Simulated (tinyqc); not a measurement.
MESFET, gradual channel with velocity saturation: depletion, velocity and field along the channel.

A uniformly doped n-type channel, depleted from the top by a Schottky gate; at channel potential V the depleted share of a is u = sqrt((Vbi - Vg + V)/Vp), s at the source. Electrons drift with v = mu E/(1 + mu E/vsat). Abrupt depletion edge, no series resistance, source at 0.

Vbi = phiB - Vt ln(Nc/Nd); Vp = q Nd a^2/(2 eps0 eps_r); G0 = q mu Nd a W/L; Z = mu Vp/(vsat L); s = sqrt((Vbi - Vg)/Vp). I = (G0 Vp/3) F/(1 + Z (u^2 - s^2)), F = 3 (u^2 - s^2) - 2 (u^3 - s^3), with u at V = Vd; Z = 0 gives constant mobility, for which u stops at 1. At channel potential V: y/L = (G0 Vp/3) F(u)/I - Z V/Vp, v = vsat I Z/(G0 Vp (1 - u)), E = (vsat/mu) w/(1 - w) with w = v/vsat.

Parameters, values chosen for the exercise; material values close to those of indium phosphide: temperature T = 273 K; relative permittivity of the semiconductor eps_r = 12.7; conduction-band density of states at T Nc = 4.97e17 cm^-3; donor density of the channel Nd = 2.9e17 cm^-3; channel thickness a = 140 nm; low-field mobility at this doping mu = 2200 cm^2/(V s); saturation velocity vsat = 1.1e7 cm/s; gate length L = 5 um; gate width W = 50 um; Schottky barrier phiB = 0.89 V; gate voltage Vg = -0.6 V; drain voltage Vd = 1.1 V.

Constants: q = 1.602176634e-19 C, kB = 1.380649e-23 J/K, Vt = kB T/q, eps0 = 8.8541878128e-14 F/cm where lengths are in cm. Results are converted to the units shown.

Along the channel:
```
V (V)	u	y/L	v (cm/s)	E (kV/cm)
0	0.6040	0.000	2.501e6	1.471
0.1833	0.6404	0.234	2.754e6	1.670
0.3667	0.6748	0.440	3.045e6	1.914
0.55	0.7076	0.618	3.386e6	2.224
0.7333	0.7389	0.770	3.792e6	2.631
0.9167	0.7689	0.897	4.285e6	3.191
1.1	0.7978	1.000	4.898e6	4.013
```

What do the numbers show?

From source to drain the open share 1 - u falls from 0.396 to 0.202, so the velocity rises by a factor of 1.96, to 0.445 vsat, and the field by 2.73. Half of Vd drops over the last 38 % of the gate length.

Program tinyqc, `OMP_NUM_THREADS=1 python tinyqc.py 2500147 2500148 out.jsonl`; Intel Xeon 2.30GHz, shared host, one thread, about 0.04 s.
